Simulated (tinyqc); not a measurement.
# Precursor delivery and alloy composition in metal-organic vapour-phase epitaxy, step by step

A worked calculation. Computed by tinyqc, a small Python program that keeps every step. Command: `OMP_NUM_THREADS=1 python tinyqc.py 3000635 3000636 out.jsonl movpe walk`. One thread of a shared host (Intel(R) Xeon(R) Processor @ 2.30GHz), about 0.01 s of CPU time with the checks. Intermediate numbers are printed to about 7 digits and carried at full precision; extremes and crossings named in words are read from the listed rows.

Carrier gas leaves each bubbler saturated. Group-III species cross a boundary layer and react at the surface; element 2 can also desorb. The film is (1)_(1-x) (2)_x V with a zinc-blende cell.

Inputs (values chosen for the exercise, close to those used for InGaAs from TMGa and TMIn):
```
quantity                                   value      unit
source 1: a in log10(p/torr) = a - b/T      8.07         -
source 1: b                                 1703         K
source 1: bath temperature                    -7         C
source 1: carrier flow                        15      sccm
source 2: a                                10.52         -
source 2: b                                 3014         K
source 2: bath temperature                    16         C
source 2: carrier flow                       360      sccm
bubbler pressure p_b                        1000      torr
group-V hydride flow                          43      sccm
total flow                                    16       slm
reactor pressure p                            75      torr
diffusivity D0 at 273.15 K and 760 torr     0.37    cm^2/s
boundary layer delta                         1.5        cm
prefactor of the surface rate k_s        3.8e+13      cm/s
energy of k_s                               1.82        eV
prefactor of the loss of element 2       3.2e+16  layers/s
energy of the loss                          3.23        eV
lattice constant a                          5.75  angstrom
growth temperature T                         680         C
```

Constants: k_B = 1.380649e-23 J/K; k_B = 8.617333262e-05 eV/K.

## Molar flows

Temperatures in kelvin are T(C) + 273.15. Vapour pressure p_v = 10^(a - b/T); precursor flow = carrier flow x p_v/(p_b - p_v); 1 sccm = 44.615 micromol/min; V/III = hydride flow over the sum of both; gas share x_g = F2/(F1 + F2).

vapour pressures (torr): source 1 46.91942, source 2 1.248373

molar flows (micromol/min): F1 32.94543, F2 20.07568

V/III ratio = 36.18266

gas share x_g = 0.3786357

The slope of F2 with the temperature of bath 2 is b ln(10)/T^2 x p_b/(p_b - p_v) = 8.3 % per kelvin.

## Transport to the surface

Partial pressure p_i = p F_i/(44615 x total flow in slm); density n_i = p_i/(k_B T), 1 torr = 133.322 Pa; D = D0 (T/273.15)^1.75 (760/p), h = D/delta, the same for both; k_s = prefactor x exp(-energy/(k_B T)); arrival J_i = n_i/(1/h + 1/k_s); in layers per second g_i = J_i a^2/2 (two group-III sites per a^2 on (001)).

densities (1/cm^3): n1 3.506815e+13, n2 2.136919e+13

h = 22.26860 cm/s

k_s = 9047.701 cm/s

arrival rates (layers/s): g1 1.287786, g2 0.7847277

Growth is transport-limited.

## Composition and growth rate

Loss of element 2 is r x with r = prefactor x exp(-energy/(k_B T)). Then x = (g2 - r x)/(g1 + g2 - r x), or r x^2 - (g1 + g2 + r) x + g2 = 0, smaller root; growth rate G = g1/(1 - x) layers/s; one layer is a/2 thick, 1 angstrom/s = 0.36 um/h. Distribution coefficient = [x/(1 - x)]/[x_g/(1 - x_g)], x_g = g2/(g1 + g2).

loss rate r = 0.2670135 layers/s

solid share x = 0.3493507

growth rate G = 2.048506 um/h

distribution coefficient = 0.8811290

11.9 % of element 2 is lost again. Caution: the lattice constant is held fixed as x changes, delta does not respond to the flow, both precursors share one D and k_s, and gas-phase side reactions are left out.

## Three regimes over temperature

The formulas are those given above.

Growth:
```
T (C)         k_s/h  r (layers/s)          x  G (um/h)
450    5.728306e-01  9.877081e-07  0.3786353  0.636649
500    3.368927e+00  2.820950e-05  0.3786308  1.417248
550    1.586687e+01  5.361780e-04  0.3785636  1.811966
600    6.219684e+01  7.273632e-03  0.3777427  1.978793
650    2.091319e+02  7.439130e-02  0.3700453  2.060886
700    6.177861e+02  5.991421e-01  0.3170577  1.983943
750    1.634441e+03  3.935380e+00  0.1497737  1.656285
800    3.933656e+03  2.169052e+01  0.0371232  1.516334
850    8.723405e+03  1.026959e+02  0.0085400  1.523997
```

G peaks at 650 C among these rows. Between the first rows the apparent energy is 0.77 eV, against 1.82 eV for k_s, as control is already mixed; k_s passes h between 450 and 500 C, well above which G depends weakly on T until desorption sets in. Among these rows x stays within 2 % of x_g up to 600 C and then falls, to 0.0085 in the last row, as element 2 desorbs. Caution: in these rows, too, a is fixed and both precursors share one D and k_s.

Checks made by the program: balance of element 2 (relative difference below 1e-10).
